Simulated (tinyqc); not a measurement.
Single-domain magnet: Stoner-Wohlfarth switching, Neel-Arrhenius retention, LLG dynamics and spin torque: one step, computed by the program tinyqc. Command: `OMP_NUM_THREADS=1 python tinyqc.py 3000057 3000058 out.jsonl macro walk`. One thread of a shared host (Intel(R) Xeon(R) Processor @ 2.30GHz), about 0.2 s of CPU time with the checks.

The moment is uniform, with unit vector m; z is the easy axis. mu_0 = 1.25663706212e-6 T m/A, gamma = 1.76085963023e11 rad/(s T).

Problem. Barrier in a tilted field. Energy over K_eff V: e(theta) = sin^2(theta) + 2 h cos(theta - psi) for m at the angle theta from +z and a field that points at psi from -z (it pulls m away from +z towards negative theta); h_sw = (cos^(2/3) psi + sin^(2/3) psi)^(-3/2). The metastable minimum and the saddle are the two roots of e'(theta) = sin(2 theta) - 2 h sin(theta - psi) on either side of theta_c = -arctan(tan^(1/3) psi).

Inputs (values chosen for the exercise, for a model magnet): temperature T = 450 K; field angle psi from the easy axis = 60 degrees; reversing field h = H/H_K = 0.45.

Shape: thin disc, easy axis normal to it.

stability factor Delta = 179.2663

Give: switching field h_sw; minimum theta; saddle theta; barrier / (K_eff V); barrier / (k_B T).

Solution.

switching field h_sw = 0.5240

minimum theta = -32.04 degrees

saddle theta = -67.04 degrees

barrier / (K_eff V) = 0.05629

barrier / (k_B T) = 10.09

The form (1 - h/h_sw)^n reproduces this barrier with n = 1.470; n is 2 for a field on the axis, and the approach to h_sw has the exponent 3/2 off the axis. Caution: a flat cylinder has a smaller N_z than the spheroid of the same t/d, so K_eff of a real disc is larger. Caution: a domain wall can cross the element at lower cost, so the single-domain barrier is an upper bound.
